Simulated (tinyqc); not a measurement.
Dose and depth of a threshold implant.

Inverse problem. A sheet of D acceptors per cm^2 lies at depth xi inside the depleted layer of a body doped Na. In the depletion approximation VT = Vfb + f2 + q D/Cox + gamma sqrt(f2 + Vsb - q D xi/(eps0 eps_r)), gamma = sqrt(2 eps0 eps_r q Na)/Cox, Cox = eps0 eox/tox. Find gamma, D and xi.

Parameters, values chosen for the exercise; band and dielectric values those of a made-up semiconductor: relative permittivity eps_r = 11.3; acceptor density deep in the body Na = 4.4e17 cm^-3; relative permittivity of the gate insulator (close to silicon dioxide) eox = 3.9; insulator thickness tox = 9.8 nm; flat-band voltage Vfb = -0.75 V; band bending 2 phiF at threshold f2 = 1.004 V.

Constants: q = 1.602176634e-19 C, eps0 = 8.8541878128e-14 F/cm where lengths are in cm. Results are converted to the units shown.

VT against the source at Vsb = 0 and 2 V (V): 1.4292567  2.2290638

Answer. With y^2 = f2 - q D xi/(eps0 eps_r) and d the difference of the thresholds over gamma, sqrt(y^2 + Vsb) - y = d gives y = (Vsb - d^2)/(2 d). The first threshold then gives D, and y^2 gives xi.

gamma = 1.066 V^0.5
D = 3.400e11 cm^-2
xi = 16.00 nm

Program tinyqc, `OMP_NUM_THREADS=1 python tinyqc.py 2080031 2080032 out.jsonl`; Intel Xeon 2.30GHz, shared host, one thread, about 0.5 s.
